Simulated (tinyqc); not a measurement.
Inside a calculation. Model: input admittance of a MOSFET at zero drain bias: distributed channel and distributed gate.

Computed by the program tinyqc: `OMP_NUM_THREADS=1 python tinyqc.py 2262124 2262125 out.jsonl`, one thread of a shared Intel Xeon 2.30GHz, about 0.01 s for the whole run. Printed values are rounded.

Source and drain grounded, strong inversion, w = 2 pi f, Cox = eps0 eox/tox. The channel is an RC line of resistance 1/(mu Cox Vo) per square fed from both ends, so one finger has the intrinsic admittance y = i w Cox L tanh(g)/g per width, g = (1/2) sqrt(i w tau), tau = L^2/(mu Vo). The vertical resistance rv/L is in series with y, the overlaps 2 i w Cov in parallel: y_t = 1/(1/y + rv/L) + 2 i w Cov. The gate strip is a line of Rsh/L per length loaded by y_t, so a finger has Y = y_t Wf tanh(k)/k, k = (Wf/sd) sqrt(y_t Rsh/L); the device has Nf Y.

Values chosen for this exercise; values of the order met in silicon radio-frequency transistors:
- eox = 9.07 (relative permittivity of the gate insulator (close to aluminium oxide))
- tox = 4.9 nm (insulator thickness)
- L = 0.5 um (channel length)
- Wf = 11 um (finger width)
- Nf = 32 (number of fingers)
- mu = 320 cm^2/(V s) (channel mobility)
- Vo = 0.22 V (gate overdrive)
- Rsh = 6.4 ohm/square (sheet resistance of the gate)
- rv = 0 ohm um^2 (vertical resistivity of the gate stack)
- sd = 2 (number of ends at which a finger is contacted)
- Cov = 0.38 fF/um (overlap and fringe capacitance on each side)
- f = 20 GHz (frequency)

Constants: eps0 = 8.8541878128e-14 F/cm where lengths are in cm. Results are converted to the units shown.

## Low-frequency resistances and capacitance

Low-frequency limits, with c = Cox L and ct = c + 2 Cov: R_strip = Rsh Wf/(3 sd^2 L Nf), R_ch = (c/ct)^2 L/(12 mu Cox Vo Wf Nf), R_vert = (c/ct)^2 rv/(L Wf Nf), C = ct Wf Nf.

parts (ohm): strip 0.366667, channel 0.859166, vertical 0
sum = 1.22583 ohm
C = 3152.03 fF
1/(2 pi R C) = 41.1906 GHz

The channel term is the largest, 70.1 % of the sum.

## Admittance of the channel and stack per width

tau, g, c = Cox L, y and y_t as defined.

tau = 35.5114 ps
g = 0.746868+0.746868i
c = 8.19464 fF/um
y = 318.874+887.845i uS/um
y_t = 318.874+983.349i uS/um

w tau = 4.46, and Im y is 0.862 of w c.

## Input impedance of the device

k and Y as defined; Z = 1/(Nf Y) = R + 1/(i w C); Q = |Im Z|/R; signal at the point farthest from a contact |1/cosh k|.

k = 0.511732+0.372024i
Nf Y = 145.073+314.237i mS
R = 1.21105 ohm
C = 3033.59 fF
Q = 2.16606
signal at the far point = 0.931126

R is 1.2 % below its low-frequency limit and C is 3.8 % below its own.
